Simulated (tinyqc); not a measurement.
Inside a calculation: five-level k.p model folded onto the conduction band. Values are carried at full precision from step to step, so a last printed digit may differ when a step is redone from the rounded ones.

Second-order sums for the lowest conduction level at E: 1/m = 1 + Cm + (Ep/3)(2/E + 1/(E + Dso)) - (Ep2/3)(2/(E7 + D2 - E) + 1/(E7 - E)); g/2 = 1 + Cg - (Ep/3)(1/E - 1/(E + Dso)) - (Ep2/3)(1/(E7 - E) - 1/(E7 + D2 - E)). E is counted from the top of the valence band; E = Eg at the edge.

Constants: hbar^2/2m0 = 3.80998211 eV angstrom^2.

Values chosen for the exercise (near those of GaAs; not measured data):
```
symbol  value  unit        meaning
Eg      1.53   eV          gap at Gamma to the s-like level
Dso     0.343  eV          spin-orbit splitting
Ep      25.5   eV          Kane energy
E7      4.42   eV          upper Gamma7 conduction level, from the valence top
D2      0.17   eV          its spin-orbit splitting, Gamma8 above Gamma7
Ep2     2.2    eV          Kane energy to the upper levels
Cm      -1                 remote term in 1/m
Cg      0                  remote term in g/2
k       0.082  1/angstrom  wave vector along z
```

## Mass and g factor term by term

Evaluate at E = Eg.

Terms:
```
level           part of 1/m  part of g
free + remote        0.0000     2.0000
Gamma8 valence      11.1111   -11.1111
Gamma7 valence       4.5382     9.0763
Gamma8 upper        -0.4793     0.4793
Gamma7 upper        -0.2537    -0.5075
```

m = 0.0670 m0
g = -0.063

The valence levels give 15.65 to 1/m and the upper levels take 0.73 away. In g the two valence terms nearly cancel when Dso is small against Eg; here Dso/Eg = 0.22 and they leave -2.035, the upper pair -0.028. This nearly cancels the free value 2, so 5 % in Ep moves g by about 0.1.

## The matrix at one k

For k along z and one spin sector the level c couples to four states. With c0 = hbar^2/2m0, P = sqrt(Ep c0), P2 = sqrt(Ep2 c0): diagonal Eg + (1 + Cm) c0 k^2 for c, and 0, -Dso, E7 + D2, E7 for lh, so, G8 up, G7 up (their own dispersion is left out); couplings of c: sqrt(2/3) P k to lh, sqrt(1/3) P k to so, sqrt(2/3) P2 k to G8 up, sqrt(1/3) P2 k to G7 up (phases chosen real).

Fill in the matrix.

H (eV), lower triangle:
```
             c  lh        so    G8 up    G7 up
c      1.53000
lh     0.65993   0
so     0.46664   0  -0.34300
G8 up  0.19384   0         0  4.59000
G7 up  0.13706   0         0        0  4.42000
```

## Exact folding onto c

Solve E = H_cc + S(E), S(E) = sum_j H_cj^2/(E - H_jj), from E = H_cc, by plain substitution and by Newton steps on E - H_cc - S(E). The weight of c in the state is Z = 1/(1 - dS/dE). The exact level is the third eigenvalue of H from below.

Iterates (eV):
```
step  substitution   Newton
0          1.53000  1.53000
1          1.91213  1.83464
2          1.83280  1.84464
3          1.84681  1.84465
4          1.84426  1.84465
5          1.84472  1.84465
6          1.84464  1.84465
7          1.84465  1.84465
```

exact level = 1.84465 eV
Z = 0.8465

Substitution multiplies the error by about dS/dE = 1 - 1/Z = -0.181 a step, so it alternates; after 7 steps it is off by 2.3e-06 eV, while Newton is within 1e-5 eV from step 2 on.

## Loewdin series

Expanding E = H_cc + S(E) about Eg in powers of k^2, with s_n = sum_j H_cj^2/(Eg - H_jj)^n: order k^2: e2 = (1 + Cm) c0 k^2 + s1; order k^4: e4 = -s2 e2; order k^6: e6 = s3 e2^2 + s2^2 e2.

Give each order and the partial sums, counted from Eg.

s1 (eV), s2 (no unit), s3 (1/eV); (1 + Cm) c0 k^2 is H_cc - Eg: 0.38213  0.25438  0.15265

e2, e4, e6 (eV): 0.38213  -0.09721  0.04702

partial sums (eV): 0.38213  0.28492  0.33194

The exact value is 0.31465 eV; the errors of the partial sums are +67.48, -29.73 and +17.29 meV.

## Checks

- Curvature of the exact level at small k against the sum for 1/m: both 14.916.

Run: tinyqc, `OMP_NUM_THREADS=1 python tinyqc.py 1080799 1080800 out.jsonl`; Intel(R) Xeon(R) Processor @ 2.30GHz, one thread, shared host; about 0.01 s of CPU time with all checks.
